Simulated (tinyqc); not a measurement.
What each parameter does: six-band k.p model of the valence band of a wurtzite crystal.

At k = 0: E1 = D1c + D2c + Te + Le (pure HH); E2, E3 = Le + u +/- sqrt(u^2 + 2 D3c^2), u = (D1c - D2c + Te)/2, D1c = Dcr, D2c = D3c = Dso/3. The weight of LH in state 2 is fL = (E2 - Le)^2/((E2 - Le)^2 + 2 D3c^2). Relative strengths of transitions to the conduction band: for E perpendicular to c (TE) 1/2, fL/2, (1 - fL)/2; for E along c (TM) 0, 1 - fL, fL, with one momentum element for both directions.

Strain of a c-plane layer: exx = eyy = e_par, ezz = -2 (C13/C33) e_par; Le = D1 ezz + D2 (exx + eyy), Te = D3 ezz + D4 (exx + eyy).

Conduction edge: Ec = (top of the unstrained valence band) + Eg + (a1 + D1) ezz + (a2 + D2)(exx + eyy).

Parameters, chosen for this exercise (near those of GaN; the results hold for these values, not for the real material): Dcr = 0.0191 eV (crystal-field splitting); Dso = 0.0171 eV (spin-orbit splitting); Eg = 3.543 eV (direct gap at Gamma from the top of the unstrained valence band); a1 = -5.02 eV (gap potential along c); a2 = -10.86 eV (gap potential in the plane); D1 = -3.73 eV; D2 = 4.57 eV; D3 = 8.5 eV; D4 = -4.24 eV; C13 = 105 GPa; C33 = 398 GPa; e_par = -0.0146 (exx = eyy of a c-plane layer).

Splittings at k = 0 under the strain, fL and the lowest transition.

One parameter was then changed.

Results before and after:

| case | E1 - E2 (meV) | E1 - E3 (meV) | fL | lowest transition (eV) |
|---|---|---|---|---|
| base | 11.08 | 214.41 | 0.9984 | 3.6322 |
| changed | 11.04 | 189.69 | 0.9980 | 3.6569 |

Which of these changes was made? (a) D4 = -3.392 eV; (b) D2 = 3.656 eV; (c) D3 = 10.2 eV; (d) Dcr = 0.02292 eV; (e) a1 = -6.024 eV; (f) Dso = 0.02052 eV; (g) C13 = 84 GPa; (h) e_par = -0.01752.

Answer: (a) D4 = -3.392 eV. Of the candidates, run in turn, only this one gives the changed row.

All candidates:

| case | E1 - E2 (meV) | E1 - E3 (meV) | fL | lowest transition (eV) |
|---|---|---|---|---|
| base | 11.08 | 214.41 | 0.9984 | 3.6322 |
| D3 = 10.2 eV | 11.10 | 227.48 | 0.9986 | 3.6191 |
| a1 = -6.024 eV | 11.08 | 214.41 | 0.9984 | 3.6244 |
| D4 = -3.392 eV | 11.04 | 189.69 | 0.9980 | 3.6569 |
| C13 = 84 GPa | 11.06 | 201.33 | 0.9982 | 3.6530 |
| Dcr = 0.02292 eV | 11.09 | 218.22 | 0.9985 | 3.6322 |
| e_par = -0.01752 | 11.13 | 252.22 | 0.9989 | 3.6500 |
| Dso = 0.02052 eV | 13.22 | 215.69 | 0.9977 | 3.6322 |
| D2 = 3.656 eV | 11.08 | 214.41 | 0.9984 | 3.6322 |

D1 and D2 shift all valence edges and the conduction edge alike, so they drop out of splittings and transitions.

Run: tinyqc, `OMP_NUM_THREADS=1 python tinyqc.py 1081180 1081181 out.jsonl`; Intel(R) Xeon(R) Processor @ 2.30GHz, one thread, shared host; about 0.01 s of CPU time with all checks.
